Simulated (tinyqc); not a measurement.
# Worked calculation: capacitance measurement on a leaky thin oxide: effects of series resistance and leakage

tinyqc, about 0.01 s, one thread, Intel Xeon 2.30GHz (shared host): `OMP_NUM_THREADS=1 python tinyqc.py 2022141 2022142 out.jsonl` Printed values are rounded.

The device is a capacitance C in parallel with a leakage conductance G, in series with Rs and Ls. An impedance meter reports either a parallel pair (Cp, Gp) from Y = 1/Z = Gp + i w Cp or a series pair (Cs, Rm) from Z = Rm + 1/(i w Cs); w = 2 pi f, dissipation D = Gp/(w |Cp|).

Parameters, values chosen for the exercise; values of the order met in thin-oxide MOS capacitors: relative permittivity of the gate insulator (close to silicon dioxide) eox = 3.9; insulator thickness tox = 1.8 nm; gate area A = 10000 um^2; oxide-equivalent thickness added by the accumulation layer zc = 0.46 nm; oxide-equivalent thickness added by gate depletion zp = 0 nm; gate leakage current density, not matched to the thickness Jg = 0.00021 A/cm^2; voltage for an e-fold rise of the leakage Vs = 0.2 V; series resistance Rs = 8.2 ohm; series inductance Ls = 0 nH; measuring frequency f = 50000 Hz.

Constants: eps0 = 8.8541878128e-14 F/cm where lengths are in cm. Results are converted to the units shown.

## True capacitance and conductance

EOT = 3.9 tox/eox; CET = EOT + zc + zp; C = 3.9 eps0 A/CET; G = Jg A/Vs.

EOT = 1.8 nm
CET = 2.26 nm
C = 152.794 pF
G = 0.105 uS

## What the meter reports

Z = Rs + i w Ls + 1/(G + i w C).

Z = (0.00538-2.08326i) x 1e4 ohm
Cp = 152.793 pF
Gp = 0.123894 uS
Cs = 152.794 pF
D = 0.00258105

Cp is within 0.01 % of C and Cs is within 0.01 % of it; G Rs = 8.61e-7, w C Rs = 3.94e-4 and G/(w C) = 0.00219.
